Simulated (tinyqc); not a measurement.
Inside a calculation. Method: LDA (PW92) atom on a uniform radial grid, spin-unpolarised, for Be. Computed by tinyqc, a small Python program that keeps every step. Settings: Z = 4, points = 64, R = 15.8, functional = lda,pw, mixing = 0.6, iteration cap = 76. Command: `OMP_NUM_THREADS=1 python tinyqc.py 26611 26612 out.jsonl` (the two numbers bound the seeds that draw the settings). One thread of a shared host (Intel(R) Xeon(R) Processor @ 2.60GHz), about 0.02 s of CPU time with the checks. Later iterations appear only in the table of the cycle.

## Iteration 1

Spherical atom on a uniform radial grid r_j = j h with h = R/(N + 1), h sum u^2 = 1 and integrals as h times sums, u(0) = u(R) = 0 (atomic units):
```
parameter            value
Z                        4
points N                64
R                15.800000
h                 0.243077
mixing            0.600000
electrons in 1s          2
electrons in 2s          2
```

Three-point differences turn -u''/2 + [l(l+1)/2r^2 - Z/r + V] u = e u into a tridiagonal matrix (diagonal 1/h^2 + potential, off-diagonal -1/2h^2). D = sum f u^2; the Hartree potential y/r solves y'' = -D/r with y(0) = 0, y(R) = N_e; v_xc comes from rho = D/(4 pi r^2); E = sum f e - int D V + int D (V_H/2 + eps_xc); V(new) = V + mixing (V_H + v_xc - V).

eigenvalues (hartree): 1s -6.681227, 2s -1.894019

Every 4th grid point:
```
r              V in     u(1s)      u(2s)         D       V_H       v_xc
0.972308   0.000000  0.419588  -0.665974  1.239151  3.428112  -0.524427
1.944615   0.000000  0.026730  -0.681153  0.929369  2.014731  -0.313796
2.916923   0.000000  0.001277  -0.266350  0.141888  1.369335  -0.139601
3.889231   0.000000  0.000054  -0.076877  0.011820  1.028403  -0.055946
4.861538   0.000000  2.16e-06  -0.019032  0.000724  0.822782  -0.020964
5.833846   0.000000  8.26e-08  -0.004293  0.000037  0.685654  -0.007421
6.806154   0.000000  3.07e-09  -0.000909  1.65e-06  0.587703  -0.002507
7.778462   0.000000  1.12e-10  -0.000184  6.78e-08  0.514241  -0.000817
8.750769   0.000000         0  -0.000036  2.60e-09  0.457103  -0.000260
9.723077   0.000000         0  -0.000007  9.43e-11  0.411392  -0.000081
10.695385  0.000000         0  -1.28e-06         0  0.373993  -0.000025
11.667692  0.000000         0  -2.35e-07         0  0.342827   0.000000
12.640000  0.000000         0  -4.24e-08         0  0.316456   0.000000
13.612308  0.000000         0  -7.57e-09         0  0.293852   0.000000
14.584615  0.000000         0  -1.32e-09         0  0.274262   0.000000
15.556923  0.000000         0  -1.36e-10         0  0.257120   0.000000
```

total energy = -11.05366983 hartree

## Iteration 2

As before.

eigenvalues (hartree): 1s -3.892771, 2s -0.644060

Every 4th grid point:
```
r              V in     u(1s)      u(2s)         D       V_H       v_xc
0.972308   1.742211  0.521333  -0.353903  0.794071  3.091635  -0.457106
1.944615   1.020561  0.058276  -0.708900  1.011871  1.906322  -0.322025
2.916923   0.737841  0.005233  -0.499940  0.499935  1.350151  -0.203592
3.889231   0.583475  0.000431  -0.266346  0.141881  1.025696  -0.117564
4.861538   0.481091  0.000034  -0.124706  0.031103  0.822432  -0.065402
5.833846   0.406940  2.62e-06  -0.054329  0.005903  0.685610  -0.035547
6.806154   0.351118  1.99e-07  -0.022614  0.001023  0.587698  -0.018955
7.778462   0.308054  1.49e-08  -0.009119  0.000166  0.514240  -0.009938
8.750769   0.274106  1.11e-09  -0.003592  0.000026  0.457103  -0.005133
9.723077   0.246787  8.15e-11  -0.001389  3.86e-06  0.411392  -0.002618
10.695385  0.224381         0  -0.000530  5.61e-07  0.373993  -0.001321
11.667692  0.205696         0  -0.000199  7.95e-08  0.342827  -0.000661
12.640000  0.189873         0  -0.000074  1.10e-08  0.316456  -0.000328
13.612308  0.176311         0  -0.000027  1.48e-09  0.293852  -0.000161
14.584615  0.164557         0  -0.000009  1.72e-10  0.274262  -0.000076
15.556923  0.154272         0  -1.46e-06         0  0.257120  -0.000010
```

total energy = -11.89986627 hartree

## Iteration 3

As before.

eigenvalues (hartree): 1s -3.166528, 2s -0.314618

Every 4th grid point:
```
r              V in     u(1s)      u(2s)         D       V_H       v_xc
0.972308   2.277602  0.545322  -0.255586  0.725401  2.948874  -0.444553
1.944615   1.358802  0.070259  -0.641982  0.834154  1.830006  -0.303651
2.916923   0.983072  0.007517  -0.553074  0.611895  1.324730  -0.216354
3.889231   0.778269  0.000751  -0.365862  0.267711  1.019071  -0.142105
4.861538   0.646654  0.000073  -0.215042  0.092486  0.820900  -0.090573
5.833846   0.552814  0.000007  -0.118621  0.028142  0.685277  -0.056902
6.806154   0.481693  6.44e-07  -0.063018  0.007943  0.587628  -0.035423
7.778462   0.425803  5.98e-08  -0.032686  0.002137  0.514225  -0.021894
8.750769   0.380824  5.53e-09  -0.016679  0.000556  0.457100  -0.013448
9.723077   0.343980  5.10e-10  -0.008410  0.000141  0.411392  -0.008215
10.695385  0.313356  4.69e-11  -0.004202  0.000035  0.373993  -0.004992
11.667692  0.287578         0  -0.002082  0.000009  0.342827  -0.003018
12.640000  0.265626         0  -0.001020  2.08e-06  0.316456  -0.001812
13.612308  0.246739         0  -0.000486  4.72e-07  0.293852  -0.001068
14.584615  0.230334         0  -0.000206  8.50e-08  0.274262  -0.000584
15.556923  0.215975         0  -0.000036  2.65e-09  0.257120  -0.000179
```

total energy = -11.98900560 hartree

## Convergence

Stop when input and output potentials agree to 1e-7.

Course of the cycle (hartree):
```
iteration             E      e(1s)      e(2s)  largest |V(out) - V(in)|
1          -11.05366983  -6.681227  -1.894019                  5.66e+00
2          -11.89986627  -3.892771  -0.644060                  1.43e+00
3          -11.98900560  -3.166528  -0.314618                  2.93e-01
4          -11.99552751  -3.006384  -0.226323                  5.76e-02
5          -11.99591420  -2.977121  -0.202264                  1.58e-02
6          -11.99593925  -2.972948  -0.195331                  4.76e-03
7          -11.99594137  -2.972738  -0.193185                  1.52e-03
8          -11.99594160  -2.972926  -0.192480                  5.02e-04
9          -11.99594163  -2.973052  -0.192239                  1.74e-04
10         -11.99594163  -2.973113  -0.192154                  7.82e-05
11         -11.99594163  -2.973139  -0.192124                  3.38e-05
12         -11.99594163  -2.973150  -0.192113                  1.43e-05
13         -11.99594163  -2.973155  -0.192109                  6.01e-06
14         -11.99594163  -2.973157  -0.192108                  2.50e-06
15         -11.99594163  -2.973158  -0.192107                  1.03e-06
16         -11.99594163  -2.973158  -0.192107                  4.25e-07
17         -11.99594163  -2.973158  -0.192107                  1.74e-07
18         -11.99594163  -2.973158  -0.192107                  7.15e-08
```

Converged in 18 iterations. A uniform grid resolves the cusp poorly: for a bare nucleus this grid gives 1s at -6.68123 against -Z^2/2 = -8 hartree. Before convergence this energy mixes input and output and is not variational, so it may rise towards its limit.
